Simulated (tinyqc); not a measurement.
Inside a calculation. Method: lattice vibrations of a chain. One step of it, computed by the program tinyqc.

Problem. Dynamical matrix at q = 0.44. q is in units of 2 pi/a. A spring k from atom i to atom j, n cells on, adds k to Phi_ii and Phi_jj, -k exp(2 pi i q n) to Phi_ij and the conjugate to Phi_ji (for one atom a cell: 2k (1 - cos 2 pi q n)); D_ij = Phi_ij / sqrt(m_i m_j).

A chain moving along its axis:

| atom | mass (u) | spring to the next atom (eV/angstrom^2) |
|---|---|---|
| 1 | 40.300000 | 3.100000 |
| 2 | 37.600000 | 15.100000 |
| 3 | 74.000000 | 2.200000 |
| 4 | 108.300000 | 15.000000 |

Give: D(q).

Solution.

D(q) (eV/(angstrom^2 u)):
```
              1       2       3             4
1         0.449  -0.080   0.000  0.211+0.084i
2        -0.080   0.484  -0.286         0.000
3         0.000  -0.286   0.234        -0.025
4  0.211-0.084i   0.000  -0.025         0.159
```
